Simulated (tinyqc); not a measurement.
Chemical-mechanical planarisation: Preston law, pattern density and step-height reduction: one step, computed by the program tinyqc. Command: `OMP_NUM_THREADS=1 python tinyqc.py 3003348 3003349 out.jsonl cmp walk`. One thread of a shared host (Intel(R) Xeon(R) Processor @ 2.30GHz), about 0.01 s of CPU time with the checks.

A row of 10 cells, repeated periodically, holds raised features that cover a share rho of each cell.

Task: Effective density. The stiff pad averages the density: rho_eff(i) = sum_j w_ij rho_j / sum_j w_ij, w = exp(-2 d^2/L^2), L the planarisation length and d the distance between cell centres, summed over all periodic images of cell j.

Inputs (values chosen for the exercise, close to those used for copper polishing): cell size = 1.6 mm; planarisation length = 2.7 mm.

local pattern densities, cell by cell: 0.9  0.1  0.7  0.7  0.5  0.7  0.1  0.25  0.1  0.25

Give: normalised weights (images included) for cells 0, 1, 2, ... apart; effective densities.

Result:

normalised weights (images included) for cells 0, 1, 2, ... apart: 0.47282  0.23425  0.02849  0.00085  0.00001  0.00000

effective densities: 0.53112  0.44966  0.55906  0.63571  0.58745  0.49927  0.28773  0.19331  0.19358  0.36311

Local densities span 0.1 to 0.9, effective ones 0.193 to 0.636.
